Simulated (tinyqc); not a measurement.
Thickness of the outer barriers: double quantum well by finite differences.

Finite differences on points z_i at the centres of cells of width h: H_ii = (c/h^2)(1/m_(i-1/2) + 1/m_(i+1/2)) + V_i, H_(i,i+1) = -(c/h^2)/m_(i+1/2), where m_(i+1/2) is the mean of the masses at the two points (the end values are repeated outwards), psi = 0 on the points beyond both ends, c = hbar^2/2m0. The field adds e F (z - z0) with z0 the middle of the structure; 1 kV/cm = 1e-5 eV/angstrom.

Constants: hbar^2/2m0 = 3.80998211 eV angstrom^2.

Values chosen for the exercise (out of a larger set: near those of a GaAs well in AlGaAs; not measured data): layers = ((33, 0.316, 0.0994), (44, 0, 0.0674), (11, 0.316, 0.0994), (55, 0, 0.0674), (33, 0.316, 0.0994)) (each layer: thickness in angstrom, band edge in eV, mass in m0); hf = 0.6875 angstrom (cell width of the fine grid).

Fine grid, zero field, both outer layers set to each thickness in turn.

Levels (eV):
```
outer layers (angstrom)       E1       E2       E3
8.250                    0.06948  0.12742  0.33527
16.500                   0.06288  0.11269  0.29871
33.000                   0.06067  0.10738  0.27873
66.000                   0.06052  0.10690  0.27290
132.000                  0.06052  0.10689  0.27232
```

Which of the three levels are properties of the well, and how thick must the outer layers be?

E1 is bound, and within 0.1 meV of the last row from 66 angstrom on. E2 is bound, and within 0.1 meV of the last row from 66 angstrom on. E3 is bound, and within 0.1 meV of the last row from 132 angstrom on, which only the last row itself meets.

Run: tinyqc, `OMP_NUM_THREADS=1 python tinyqc.py 1251072 1251073 out.jsonl`; Intel(R) Xeon(R) Processor @ 2.30GHz, one thread, shared host; about 0.02 s of CPU time with all checks.
